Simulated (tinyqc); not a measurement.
Capacitances from a Coulomb diamond.

Inverse problem. A single-electron transistor has the bias V on its left lead and the right lead at 0 V. Its diamonds repeat every q/Cg in gate voltage, close at |V| = q/Cs with Cs = CL + CR + Cg, and have edges of slope dV/dVg = -Cg/CL and Cg/(Cs - CL). Find Cg, Cs, CL and CR.

Constants: q = 1.602176634e-19 C. Results are converted to the units shown.

gate period = 37.259922 mV
bias at the tip of the diamond = 6.6757360 mV
slope dV/dVg of the rising edge = 0.33076923

Solution. The period gives Cg, the tip Cs, and the rising edge Cs - CL = CR + Cg.

Cg = 4.300 aF
Cs = 24.00 aF
CL = 11.00 aF
CR = 8.700 aF

Numbers from tinyqc (`OMP_NUM_THREADS=1 python tinyqc.py 2780104 2780105 out.jsonl`; about 0.01 s on one thread of a shared Intel Xeon 2.30GHz).
